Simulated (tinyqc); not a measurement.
Comparisons within one model: coherent potential approximation for a binary alloy with a semi-elliptic band. A value that a table varies takes the place of the one given here.

Site levels eA = -x d (share 1 - x) and eB = (1 - x) d (share x), so that their mean, the virtual crystal, is 0. Pure band: G0(z) = 2 (z - sqrt(z - W) sqrt(z + W))/W^2 with principal roots, density -Im G/pi per site. The medium has a self-energy S(z), G = G0(z - S), z = E + i eta. t_i = (e_i - S)/(1 - (e_i - S) G); the CPA demands <t> = (1 - x) tA + x tB = 0. Iteration: start at S = 0, set S(new) = S + <t>/(1 + <t> G), stop when |<t>| < 1e-9 eV.

Parameters, chosen for this exercise:
- W = 3.8 eV (half width of the pure band)
- x = 0.23 (fraction of B)
- d = 2 eV (eB - eA)
- eta = 0.076 eV (broadening)
- E1 = -4.3 eV (first energy)
- dE = 0.69 eV (step)
- E = -1.99 eV (energy)

## Virtual crystal, CPA and unmixed bands

Fifteen energies E1 + j dE. Virtual crystal: G0(z). Unmixed: (1 - x) G0(z - eA) + x G0(z - eB), the limit of large separate grains.

Densities (1/eV) and self-energy (eV):
```
E (eV)  virtual crystal     CPA  unmixed     Re S     Im S
-4.30            0.0038  0.0056   0.0120  -0.1714  -0.0058
-3.61            0.0500  0.0701   0.0701  -0.2105  -0.0587
-2.92            0.1040  0.1101   0.0965  -0.2098  -0.1016
-2.23            0.1324  0.1328   0.1175  -0.2069  -0.1384
-1.54            0.1499  0.1462   0.1430  -0.2023  -0.1755
-0.85            0.1600  0.1527   0.1550  -0.1949  -0.2164
-0.16            0.1641  0.1532   0.1597  -0.1826  -0.2648
0.53             0.1626  0.1480   0.1584  -0.1593  -0.3258
1.22             0.1554  0.1374   0.1508  -0.1078  -0.4048
1.91             0.1415  0.1233   0.1359   0.0125  -0.4800
2.60             0.1189  0.1092   0.1103   0.1869  -0.4638
3.29             0.0807  0.0897   0.0557   0.3222  -0.3571
3.98             0.0077  0.0528   0.0312   0.4039  -0.1898
4.67             0.0024  0.0039   0.0224   0.2832  -0.0137
5.36             0.0014  0.0017   0.0049   0.2055  -0.0057
```

d/W = 0.53. CPA and virtual crystal differ by at most 0.045 1/eV, at 3.98 eV, against a peak of 0.168 for the pure band. |Im S| is largest at 1.91 eV (Im S = -0.480 eV); where the density is near zero this is no damping of states. On these rows the CPA density keeps one maximum: the bands are amalgamated.

## Bowing of the band edge from disorder

For eta = 0 the CPA reads G = (1 - x)/(y - eA) + x/(y - eB) with y = E - W^2 G/4; the lower edge is the maximum of E(y) = y + W^2 G(y)/4 for y < eA. The virtual crystal puts it at -W. Second order: -W - 2 x (1 - x) d^2/W, from S = x (1 - x) d^2 G0(-W), G0(-W) = -2/W.

Lower edge (eV):
```
x        edge  edge + W  second order  (edge + W)/(x (1 - x))
0.05  -3.8506   -0.0506       -0.1000                 -1.0647
0.10  -3.8997   -0.0997       -0.1895                 -1.1073
0.25  -4.0366   -0.2366       -0.3947                 -1.2617
0.40  -4.1541   -0.3541       -0.5053                 -1.4753
0.50  -4.2180   -0.4180       -0.5263                 -1.6719
0.60  -4.2661   -0.4661       -0.5053                 -1.9421
0.75  -4.2936   -0.4936       -0.3947                 -2.6325
0.90  -4.2115   -0.4115       -0.1895                 -4.5719
0.95  -4.1199   -0.3199       -0.1000                 -6.7338
```

second-order coefficient = -2.1053 eV

Disorder pushes the edge below the virtual crystal, most at x = 0.75 (-494 meV). The coefficient runs from -1.065 at x = 0.05 to -6.734 eV at 0.95, against -2.105 in second order, which is only a guide at d/W = 0.53: it depends strongly on x and is largest in size where the low-lying A atoms are dilute and act as attractive impurities. For d above W/2 they bind a level, and the ratio then measures that level rather than bowing.

## When the band splits

x as given, d varied, eta as given. The density is taken at E = (eA + eB)/2 and at E = eA + eB = (1 - 2x) d, where S has its pole for well split bands; a gap shows as a density of the size of the broadening tail.

Between the two levels:
```
d/W  d (eV)  density at the midpoint (1/eV)  density at (1 - 2x) d (1/eV)  Im S at the midpoint (eV)
0.2    0.76                          0.1617                        0.1609                     -0.052
0.4    1.52                          0.1545                        0.1507                     -0.200
0.6    2.28                          0.1435                        0.1319                     -0.405
0.8    3.04                          0.1303                        0.1001                     -0.593
1.0    3.80                          0.1155                        0.0366                     -0.703
1.2    4.56                          0.0978                        0.0198                     -0.716
1.5    5.70                          0.0591                        0.0100                     -0.532
2.0    7.60                          0.0033                        0.0036                     -0.152
```

The midpoint density falls from 0.162 to 0.0033 1/eV; it first drops below a tenth of the pure peak (0.017) at d/W = 2. At (1 - 2x) d the density drops below that mark at d/W = 1.5, so the bands have parted by then (this mark lags the true splitting), and is least, 0.0036, at d/W = 2. For x = 1/2 the two coincide and the band splits at d = W exactly; here x = 0.23. The size of Im Sigma at the midpoint is largest at d/W = 1.2. It is a lifetime only where the density there is finite; for well separated bands, d/W above 1/(2 sqrt(x (1 - x))), S has a pole in the gap at (1 - 2x) d.

## What each parameter does

Converged values at E. Each row changes one parameter from the base and keeps the others.

Results:
```
case            Re S (eV)  Im S (eV)  density (1/eV)
base              -0.2055    -0.1511          0.1383
W = 4.18 eV       -0.1883    -0.1566          0.1293
x = 0.28          -0.2399    -0.1902          0.1376
d = 2.2 eV        -0.2440    -0.1696          0.1385
eta = 0.152 eV    -0.2015    -0.1506          0.1352
E = -1.61 eV      -0.2028    -0.1716          0.1451
```

The largest shifts from the base row, up to three for each result and ties (the steps differ in size, so this ranks the rows, not the parameters). Re S (eV): d -0.0385, x -0.0344, W +0.0173. Im S (eV): x -0.0392, E -0.0205, d -0.0186. density (1/eV): W -0.0091, E +0.0068, eta -0.0031.

Run: tinyqc, `OMP_NUM_THREADS=1 python tinyqc.py 1480210 1480211 out.jsonl`; Intel(R) Xeon(R) Processor @ 2.30GHz, one thread, shared host; about 0.01 s of CPU time with all checks.
